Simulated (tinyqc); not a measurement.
# Inputs raised by 5 %, one at a time

Model: electromigration in a confined line: Blech product, Korhonen stress evolution and Black's law. Computed by tinyqc, a small Python program. Command: `OMP_NUM_THREADS=1 python tinyqc.py 3002616 3002617 out.jsonl emigr sens`. One thread of a shared host (Intel(R) Xeon(R) Processor @ 2.30GHz), about 0.01 s of CPU time with the checks.

The electron wind pushes atoms from the cathode (x = 0) to the anode (x = L); blocking ends build a back stress (tension positive). The input rho is taken not to change with temperature. d sigma/dt = d/dx [kappa (d sigma/dx + G)], with zero flux at both ends and sigma = sigma_0 at t = 0.

Inputs (values chosen for the exercise, close to those used for copper lines): resistivity rho = 3.56 micro-ohm cm; atomic volume Omega = 11.8 angstrom^3; effective charge number Z* = 2; prefactor D0 = 3e-08 m^2/s; activation energy E = 0.826 eV; effective modulus B = 23 GPa; critical stress sigma_c = 87 MPa; initial stress sigma_0 = 43 MPa; current density j = 1.4 MA/cm^2; line length L = 180 um; test temperature T = 340 C; use temperature T_u = 125 C; use current density j_u = 0.5 MA/cm^2; current exponent n = 1.5.

Start: thermal stress.

Constants: e = 1.602176634e-19 C; k_B = 8.617333262e-05 eV/K; k_B = 1.380649e-23 J/K.

Method:
- G = Z* e rho j/Omega; D = D0 exp(-E/(k_B T)); kappa = D B Omega/(k_B T); drift velocity of an unconfined line v = D Z* e rho j/(k_B T). SI: 1 micro-ohm cm = 1e-8 ohm m, 1 MA/cm^2 = 1e10 A/m^2.
- Temperatures in kelvin are T(C) + 273.15.
- At steady state sigma(x) = sigma_0 + G (L/2 - x). A void forms only if the cathode stress reaches sigma_c, that is if j L exceeds (j L)_c = 2 Omega (sigma_c - sigma_0)/(Z* e rho). Time scale tau = L^2/kappa.
- sigma(x, t) = sigma_0 + G L [1/2 - x/L - 4 sum_(m odd) cos(m pi x/L) exp(-m^2 pi^2 s)/(m pi)^2], s = t/tau, summed to m = 399.
- Solve sigma(0, t) = sigma_c for s; the semi-infinite estimate is t = (pi/kappa) ((sigma_c - sigma_0)/(2 G))^2.
- Median life t50 = A j^(-n) exp(E/(k_B T)); acceleration factor = t50(use)/t50(test) = (j/j_u)^n exp[(E/k_B)(1/T_u - 1/T)].

Runs:
```
input moved                     from        to  nucleation time (h)  critical product (j L)_c (A/cm)  drift velocity (nm/h)  acceleration factor
base run                           -         -             0.014758                            910.3                 330.98                21724
effective charge number Z*         2       2.1             0.013386                            866.9                 347.52                21724
prefactor D0 (m^2/s)           3e-08  3.15e-08             0.014055                            910.3                 347.52                21724
activation energy E (eV)       0.826    0.8673             0.032248                            910.3                 151.47                33132
effective modulus B (GPa)         23     24.15             0.014055                            910.3                 330.98                21724
critical stress sigma_c (MPa)     87     91.35             0.017821                           1000.3                 330.98                21724
current density j (MA/cm^2)      1.4      1.47             0.013386                            910.3                 347.52                23373
```

Exponents ln(y'/y) / ln(x'/x):
```
input                       nucleation time  critical product (j L)_c  drift velocity  acceleration factor
effective charge number Z*           -2.000                    -1.000           1.000                0.000
prefactor D0                         -1.000                     0.000           1.000                0.000
activation energy E                  16.021                     0.000         -16.021                8.651
effective modulus B                  -1.000                     0.000           0.000                0.000
critical stress sigma_c               3.865                     1.932           0.000                0.000
current density j                    -2.000                     0.000           1.000                1.500
```

To which inputs is each result most sensitive?

Among the inputs moved here: nucleation time answers most in size to activation energy E (exponent +16.021), next to critical stress sigma_c (+3.865). Its exponent -1.000 in prefactor D0: all times scale as 1/kappa. Its exponent -1.000 in effective modulus B: all times scale as 1/kappa. Critical product (j L)_c answers most in size to critical stress sigma_c (exponent +1.932), next to effective charge number Z* (-1.000); its exponent is below 0.0005 for prefactor D0, activation energy E, effective modulus B, current density j. Its exponent -1.000 in effective charge number Z*: a stronger wind needs less current. Drift velocity answers most in size to activation energy E (exponent -16.021), next to effective charge number Z* (+1.000); its exponent is below 0.0005 for effective modulus B, critical stress sigma_c. Acceleration factor answers most in size to activation energy E (exponent +8.651), next to current density j (+1.500); its exponent is below 0.0005 for effective charge number Z*, prefactor D0, effective modulus B, critical stress sigma_c.
